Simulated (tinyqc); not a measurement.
Which strain makes the gap direct: strain-driven crossing of the Gamma and L valleys in a germanium-like crystal alloyed with tin.

Biaxial loads: e0 is the in-plane strain e_par and the normal is free. (001): e_perp = -2 (C12/C11) e_par; exx = eyy = e_par, ezz = e_perp, no shear. (111): e_perp = -(2 C11 + 4 C12 - 4 C44)/(C11 + 2 C12 + 4 C44) e_par; exx = eyy = ezz = (2 e_par + e_perp)/3 and exy = eyz = ezx = (e_perp - e_par)/3. (110): e_perp = -(C11 + 3 C12 - 2 C44)/(C11 + C12 + 2 C44) e_par; exx = eyy = (e_par + e_perp)/2, ezz = e_par, exy = (e_perp - e_par)/2, eyz = ezx = 0. Uniaxial loads: a stress along n, scaled so that n.e.n = e0, with exx = s11 sxx + s12 (syy + szz), exy = s44 sxy/2, s11 = (C11 + C12)/((C11 - C12)(C11 + 2 C12)), s12 = -C12/((C11 - C12)(C11 + 2 C12)), s44 = 1/C44.

Edges from the unstrained valence top: Gamma at Eg + ac tr(e); an L valley with unit axis u at EgL + aL tr(e) + XuL (u.e.u - tr(e)/3), u along [111], [1-1-1], [-11-1], [-1-11]; valence edges are the levels of the 6 x 6 matrix of X, Y, Z times spin with -Dso/3 + l exx + m (eyy + ezz) on the diagonal (cyclic), n exy off it, l = av + 2 b, m = av - b, n = sqrt(3) d. Spin-orbit term (Dso/3) L.sigma on X, Y, Z with (L_k)_ij = -i epsilon_kij: <X+|H|Y+> = -i Dso/3, <X+|H|Z-> = Dso/3, <Y+|H|Z-> = -i Dso/3, <Z+|H|X-> = -Dso/3, <Z+|H|Y-> = i Dso/3, <X-|H|Y-> = i Dso/3, and their conjugates; + and - are the spin along z.

With tin the unstrained gaps become E(y) = (1 - y) E + y EgS - CS y (1 - y); all other values are kept.

Inputs chosen for the exercise (near those of Ge, gaps at low temperature; the results hold for these values, not for the real material): Eg = 0.897 eV (gap at Gamma to the s-like level); EgL = 0.734 eV (gap to L); Dso = 0.288 eV (spin-orbit splitting); ac = -8.28 eV (conduction deformation potential); av = 1.24 eV (valence hydrostatic potential); b = -2.53 eV (tetragonal shear potential); d = -5.35 eV (trigonal shear potential); aL = -1.73 eV (hydrostatic potential of the L edge, Xd + Xu/3); XuL = 16.83 eV (uniaxial potential, L); y = 0.084 (tin fraction); EgS = (-0.428, 0.096) eV (Gamma and L gaps of the tin end); CS = (2.06, 1.03) eV (bowing of the Gamma and L gaps); C11 = 129.8 GPa; C12 = 47.6 GPa; C44 = 67.3 GPa.

For tension the difference Gamma minus lowest L is linear in e0; slope per 1 % and the e0 at which it vanishes (a dash: no crossing below 15 %), with the gap there.

Results:

| load | slope (meV per 1 %) | crossing e0 (%) | gap at the crossing (eV) |
|---|---|---|---|
| biaxial (001) | -83.0 | 0.31 | 0.574 |
| biaxial (110) | -21.1 | 1.23 | 0.376 |
| biaxial (111) | 46.2 | - | - |
| uniaxial [100] | -30.4 | 0.86 | 0.562 |
| uniaxial [111] | -2.1 | 12.64 | -0.655 |
| uniaxial [110] | 17.4 | - | - |

What does the comparison show, and why?

The smallest strain is needed for biaxial (001) (0.31 %), then uniaxial [100] (0.86 %). No crossing below 15 % is found for biaxial (111) and uniaxial [110]: shear splits the L valleys and pulls the lowest down as fast as or faster than Gamma. Loads without off-diagonal strain, (001) and [100], gain (ac - aL) tr(e) = -65 meV per 1 % of volume. Crossings beyond about 3 % are sensitive to second-order terms, left out here. For uniaxial [111] the slope is a near cancellation, so terms beyond this linear model decide. A gap at or below zero marks a crossing beyond the range of this linear model.

(tinyqc, `OMP_NUM_THREADS=1 python tinyqc.py 1080574 1080575 out.jsonl`, Intel(R) Xeon(R) Processor @ 2.30GHz, 1 thread, shared host, about 0.01 s.)
